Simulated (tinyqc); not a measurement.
Trap density from the barrier height.

Question. In a partly depleted grain with all boundary traps filled, 2 N W = Qt and VB = q N W^2/(2 eps0 eps_r). Find Qt, W and the doping at which VB would equal Vt.

Inputs (values chosen for the exercise): temperature T = 300 K; relative permittivity eps_r = 11.7.

Constants: q = 1.602176634e-19 C, kB = 1.380649e-23 J/K, Vt = kB T/q, eps0 = 8.8541878128e-14 F/cm where lengths are in cm. Results are converted to the units shown.

doping = 9.5e17 cm^-3
barrier height = 0.058811202 V

Solution. Eliminating W gives VB = q Qt^2/(8 eps0 eps_r N), which falls as 1/N.

Qt = 1.700e12 cm^-2
W = 8.947 nm
doping for VB = Vt = 2.161e18 cm^-3

Program tinyqc, `OMP_NUM_THREADS=1 python tinyqc.py 2830120 2830121 out.jsonl`; Intel Xeon 2.30GHz, shared host, one thread, about 0.01 s.
